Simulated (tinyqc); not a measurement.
## Series resistance and length offset from two lengths at two overdrives

Problem. In strong inversion R W = Rsd + k(x)(L - dL), k(x) = (1 + th1 x)/(mu0 Cox x), x the overdrive, Cox = eps0 eox/tox, with Rsd and dL independent of x. Find dL, Rsd, mu0 and th1.

Values chosen for this exercise: relative permittivity of the gate insulator (close to silicon dioxide) eox = 3.9; insulator thickness tox = 7.5 nm.

Constants: eps0 = 8.8541878128e-14 F/cm where lengths are in cm. Results are converted to the units shown.

total resistance times width (ohm um):
```
	L = 0.063 um	L = 0.59 um
overdrive 0.59 V	1175.71302	11449.5123
overdrive 1.09 V	725.406580	6761.50064
```

Solution. At each overdrive R W is a straight line in L; the two lines cross at L = dL, R W = Rsd. Their slopes give k x = (1 + th1 x)/(mu0 Cox), a straight line in x.

dL = 0.007000 um
Rsd = 84.00 ohm um
mu0 = 210.0 cm^2/(V s)
th1 = 0.1900 1/V

Numbers from tinyqc (`OMP_NUM_THREADS=1 python tinyqc.py 2210089 2210090 out.jsonl`; about 0.01 s on one thread of a shared Intel Xeon 2.30GHz).
